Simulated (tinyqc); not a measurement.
Permittivity and interface capacitance from two thicknesses.

Inverse problem. 1/C = t/(eps0 ek) + 2/ci for planar capacitors that differ only in thickness. Find ek, ci and the EOT of the interfaces, 2 x 3.9 eps0/ci.

Constants: eps0 = 8.8541878128e-14 F/cm where lengths are in cm. Results are converted to the units shown.

C at t = 4.9 and 15 nm (uF/cm^2): 4.3882396  1.4420132

Answer. 1/C is a straight line in t: the slope gives ek and the intercept 2/ci. A single thickness would give only the effective permittivity; when the interfaces are a small part of 1/C, ci needs very accurate data.

ek = 24.50
ci = 1000 uF/cm^2
EOT of the interfaces = 0.006906 nm

Computed by the program tinyqc: `OMP_NUM_THREADS=1 python tinyqc.py 2102085 2102086 out.jsonl`, one thread of a shared Intel Xeon 2.30GHz, about 0.01 s for the whole run.
